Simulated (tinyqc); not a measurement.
Inside a calculation. Model: square-lattice Ising model by mean field, Bethe lattice, transfer matrix, exact enumeration and Monte Carlo steps. Computed by tinyqc, a small Python program that keeps every step. Command: `OMP_NUM_THREADS=1 python tinyqc.py 3004630 3004631 out.jsonl ising walk`. One thread of a shared host (Intel(R) Xeon(R) Processor @ 2.30GHz), about 0.01 s of CPU time with the checks. Intermediate numbers are printed to about 5 digits and carried at full precision; extremes and crossings named in words are read from the listed rows.

H = -J sum over nearest pairs s_i s_j, s = +-1, no field, periodic boundaries; energies per site are in J. As a lattice gas or an alloy, s marks which species holds the site.

Inputs (values chosen for the exercise, for a model lattice):
```
quantity                                                                 value  unit
coupling J                                                                36.8   meV
temperature T                                                              682     K
strip width w                                                                3     -
factor on the grid 1.5, 1.85, 2.1, 2.45, 2.65, 3.1, 3.6, 4.4 of k_B T/J   1.05     -
```

Enumerated cell: 3 x 4. Monte Carlo rule: heat bath.

Constants: k_B = 8.617333262e-05 eV/K.

## Reduced coupling

K = J/(k_B T). Onsager: k_B T_c/J = 2/ln(1 + sqrt 2); mean field: 4; Bethe lattice with z = 4: 2/ln 2.

K = 0.62617

critical temperatures (K): exact 969.0, Bethe 1232.2, mean field 1708.2

T lies below all three.

## Three theories of the infinite lattice

K = J/(k_B T). Mean field: m = tanh(4 K m), u = -2 m^2. Bethe: cavity field h = 3 artanh(tanh K tanh h), m = tanh(4h/3), u = -2 (tanh K + tanh^2 h)/(1 + tanh K tanh^2 h). Exact: m = [1 - sinh(2K)^(-4)]^(1/8) below T_c; u = -coth(2K) [1 + (2/pi)(2 tanh^2(2K) - 1) K1(k)], k = 2 sinh(2K)/cosh^2(2K), K1 the complete elliptic integral of the first kind. The largest root is taken.

m, mean field = 0.98576

u, mean field = -1.9435

cavity field h = 1.7374

m, Bethe = 0.98074

u, Bethe = -1.9305

m, exact = 0.97986

u, exact = -1.9290

Against the exact energy mean field misses by -0.014 J and Bethe by -0.001 J.

## Transfer matrix

Strip of w sites, periodic across (for w = 2 the pair is joined by two bonds): T(s, s') = exp(K [sum_i s_i s'_i + (r(s) + r(s'))/2]), r(s) = sum_i s_i s_(i+1).

T, lower triangle (symmetric):
```
        +++    ++-    +-+    +--    -++    -+-    --+     ---
+++  42.820
++-   3.499  3.499
+-+   3.499  0.286  3.499
+--   1.000  1.000  1.000  3.499
-++   3.499  0.286  0.286  0.082  3.499
-+-   1.000  1.000  0.082  0.286  1.000  3.499
--+   1.000  0.082  1.000  0.286  1.000  0.286  3.499
---   1.000  1.000  1.000  3.499  1.000  3.499  3.499  42.820
```

## Free energy and correlation length of the strip

With the eigenvalues l1 > l2: -f/(k_B T) = ln(l1)/w per site; xi = 1/ln(l1/l2) rows.

three largest eigenvalues: 45.368  42.285  4.604

-f/(k_B T) = 1.2716

correlation length xi = 14.208

xi/w = 4.736; for wide strips at T_c this ratio tends to 4/pi = 1.273, and T lies below T_c, where xi grows exponentially with w.

## Exact averages on the small cell

States of the 3 x 4 cell:
```
E (J)  |M|  count
-24     12      2
-16     10     24
-12      0      4
-12      6      8
-12      8     48
-8       2     48
-8       4     78
-8       6    120
-8       8     84
-4       0    168
-4       2    264
-4       4    264
-4       6    216
0        0    254
0        2    552
0        4    444
0        6     96
4        0    348
4        2    552
4        4    168
8        0    120
8        2    120
8        4     36
12       0     24
12       2     48
16       0      6
```

Weights count x exp(-K E); N = 12; u = <E>/N, c = K^2 (<E^2> - <E>^2)/N in k_B, Binder U = 1 - <M^4>/(3 <M^2>^2).

ln Z / N = 1.3185

u, cell = -1.9251

heat capacity c, cell = 0.27372

<|m|>, cell = 0.97712

Binder cumulant U = 0.66072

The cell energy lies +0.004 J from the infinite lattice: deep in the ordered phase the correlation length is short and the cell is nearly exact.

## The methods across T_c

The grid values of k_B T/J times the given factor are rounded to 3 figures before use.

Order and energy:
```
k_B T/J   T (K)  m mean field  m Bethe  m exact  <|m|> cell  u Bethe  u exact   u cell   U cell
1.58      674.7       0.98655  0.98195  0.98119     0.97862  -1.9346  -1.9333  -1.9297  0.66115
1.94      828.5       0.96299  0.93997  0.92878     0.92839  -1.8010  -1.7858  -1.7870  0.64511
2.21      943.8       0.93427  0.87363  0.77036     0.86467  -1.6191  -1.5320  -1.6201  0.62102
2.57     1097.5       0.87785  0.68404  0.00000     0.76045  -1.2202  -1.0500  -1.3619  0.57238
2.78     1187.2       0.83338  0.43050  0.00000     0.70013  -0.8773  -0.9186  -1.2173  0.53798
3.26     1392.2       0.68804  0.00000  0.00000     0.58479  -0.5950  -0.7262  -0.9467  0.45552
3.78     1614.2       0.39718  0.00000  0.00000     0.49886  -0.5171  -0.5979  -0.7471  0.37609
4.62     1973.0       0.00000  0.00000  0.00000     0.41679  -0.4263  -0.4691  -0.5536  0.28379
```

At k_B T/J = 1.58 all values of m agree within 0.008. At 2.57 the exact m is 0 while Bethe gives 0.68, mean field 0.88 and the cell 0.76: neglect of fluctuations raises T_c, and a finite cell rounds the transition. U falls from 0.661 (2/3 when ordered) to 0.284 (0 for a large disordered system).

## heat bath steps

start configuration, 5 x 5, rows and columns numbered from 1:
```
    1   2   3   4   5
1   1   1   1  -1   1
2   1  -1   1  -1  -1
3  -1   1  -1  -1   1
4   1  -1   1   1   1
5  -1   1  -1   1  -1
```

Random draws:
```
step  row  column       u
1       1       2  0.4052
2       1       4  0.2800
3       3       2  0.3509
4       4       3  0.3110
5       1       3  0.5583
6       4       2  0.6006
7       5       3  0.7934
8       3       5  0.9370
9       1       1  0.8722
10      1       3  0.9026
11      5       1  0.3755
12      4       4  0.5558
13      4       3  0.0190
14      4       2  0.0850
```

h is the sum of the four neighbours. Set s = +1 if u < p = 1/(1 + exp(-2 K h)), else -1.

Steps:
```
step  s before   h        p  s after
1            1   2  0.92447        1
2           -1   2  0.92447        1
3            1  -4  0.00663       -1
4            1  -2  0.07553       -1
5            1   2  0.92447        1
6           -1   0  0.50000       -1
7           -1   2  0.92447        1
8            1  -2  0.07553       -1
9            1   2  0.92447        1
10           1   4  0.99337        1
11          -1   2  0.92447        1
12           1   0  0.50000       -1
13          -1  -2  0.07553        1
14          -1   2  0.92447        1
```

configuration after the steps:
```
    1   2   3   4   5
1   1   1   1   1   1
2   1  -1   1  -1  -1
3  -1  -1  -1  -1  -1
4   1   1   1  -1   1
5   1   1   1   1  -1
```

9 of the 14 steps changed a spin; the sum of spins went from 3 to 5.

Checks made by the program: ln Z of the cell against the trace of a power of the transfer matrix (relative difference below 1e-10).
